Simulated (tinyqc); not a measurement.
# From electron level before the anneal back to conduction offset V_c

Model: interdiffusion of a quantum well during annealing: blurred potential and shift of the confined levels. Computed by tinyqc, a small Python program. Command: `OMP_NUM_THREADS=1 python tinyqc.py 3012589 3012590 out.jsonl qwi inv`. One thread of a shared host (Intel(R) Xeon(R) Processor @ 2.30GHz), about 0.01 s of CPU time with the checks.

A square well of width w is blurred by Fick diffusion with a constant coefficient; band offsets are linear in composition, masses are uniform, and strain and excitons are ignored.

Inputs (values chosen for the exercise, modelled on GaAs in AlGaAs):
```
quantity             value  unit
well width w           9.3    nm
electron mass m_e   0.0677   m_0
hole mass m_h        0.402   m_0
valence offset V_v    0.12    eV
```

Constants: hbar^2/(2 m_0) = 3.80998212 eV angstrom^2.

Method. Square well, ground state: take the lowest root of k tan(k w/2) = kappa, k^2 = E/c, kappa^2 = (V - E)/c, c = hbar^2/(2m) with hbar^2/(2 m_0) in eV angstrom^2.

Question. A run gave the result below. Find the conduction offset V_c, known to lie between 0.12 and 0.22 eV.

electron level before the anneal = 33.73602 meV

Answer.

Each step takes the trial c = (a f_b - b f_a)/(f_b - f_a), f being the result less the target and a, b, c the logarithms of the listed values; c replaces end b, the old b replaces a if the sign of f changed, and otherwise f_a is halved.

Scan of the range:
```
conduction offset V_c (eV)  electron level before the anneal (meV)
0.120                                                      29.0469
0.133                                                      30.0854
0.147                                                      31.0895
0.162                                                      32.0568
0.180                                                      33.0955
0.199                                                      34.0736
0.220                                                      35.0391
```

False position (Illinois rule, in the logarithm of the input) inside the bracket:
```
step     end a     end b     trial  electron level before the anneal (meV)
1     0.180000  0.199000  0.192226                                 33.7373
2     0.180000  0.192226  0.192174                                 33.7347
3     0.192226  0.192174  0.192200                                 33.7360
```

Electron level before the anneal rises at every point of a 13-point scan of the range (every second point is shown), so one value fits; it is bracketed by 0.180 and 0.199. Answer: conduction offset V_c = 0.1922 eV.

Caution: the well mass is used in the barriers too; a heavier barrier mass would lower these levels.
